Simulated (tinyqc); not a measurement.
## Admittance spectroscopy of a deep trap: effect of the bias

Schottky contact on an n-type layer with shallow donors Nd (all ionised) and a donor-like deep trap, neutral when filled and positive when empty; depletion approximation. Traps within lam of the depletion edge stay filled. The traps at xt = W - lam, where the level crosses the Fermi level, follow a slow signal and not a fast one. w = 2 pi f.

Emission rate en = sn vth(T) Nc(T) exp(-Et/kB T) = sn g T^2 exp(-Et/kB T), g = vth Nc/(300 K)^2, as vth goes as T^0.5 and Nc as T^1.5 (degeneracy factor 1). lam = sqrt(2 eps0 eps_r (EF - ET)/(q Nd)), EF - ET = Et - (kB T/q) ln(Nc(T)/Nd), Nc(T) = Nc (T/300 K)^1.5. In the steady state at the band bending V, 2 eps0 eps_r V/q = Nd W^2 + Nt (W - lam)^2 (the second term only if W > lam). V = Vbi + Vr. C_HF = eps0 eps_r/W, C_LF = eps0 eps_r (Nd + Nt)/(Nd W + Nt xt). Inflection frequency w0 = 2 en [1 + Nt xt/(Nd W)]; C = C_HF + (C_LF - C_HF)/(1 + (w/w0)^2), G/w = (C_LF - C_HF)(w/w0)/(1 + (w/w0)^2).

Parameters, values chosen for the exercise; material values close to those of silicon: relative permittivity eps_r = 11.9; conduction-band density of states at 300 K Nc = 2.77e19 cm^-3; thermal velocity at 300 K vth = 2.3e7 cm/s; shallow donor density Nd = 1.1e16 cm^-3; built-in voltage Vbi = 0.54 V; depth of the trap below the conduction edge Et = 0.29 eV; capture cross-section sn = 2.3e-17 cm^2; trap density Nt = 2.5e15 cm^-3; temperature T = 223 K.

Constants: q = 1.602176634e-19 C, kB = 1.380649e-23 J/K, eps0 = 8.8541878128e-14 F/cm where lengths are in cm. Results are converted to the units shown.

Results:
```
Vr (V)  W (nm)     xt/W  C_HF (nF/cm^2)  step (nF/cm^2)  step (% of C_HF)
0       248.11  0.46373          42.467          4.6823            11.026
0.9     395.62  0.66368          26.633          1.7689            6.6418
1.7     488.93  0.72787          21.550          1.1436            5.3069
2.6     575.32  0.76873          18.314         0.81944            4.4744
3.4     642.05  0.79277          16.411         0.65492            3.9908
4.3     709.39  0.81244          14.853         0.53446            3.5984
6       821.20  0.83798          12.831         0.39689            3.0933
```

Estimate the missing row, Vr = 5.1 V.

Computed row:
```
Vr (V)  W (nm)     xt/W  C_HF (nF/cm^2)  step (nF/cm^2)  step (% of C_HF)
5.1     764.11  0.82587          13.789         0.45946            3.3321
```

With this row back in the table: xt/W rises from 0.464 to 0.838 since lam stays at 133 nm, and the relative step falls from 11.0 to 3.09 %: the nearer xt lies to W in proportion, the less the traps add.

Numbers from tinyqc (`OMP_NUM_THREADS=1 python tinyqc.py 2050120 2050121 out.jsonl`; about 0.01 s on one thread of a shared Intel Xeon 2.30GHz).
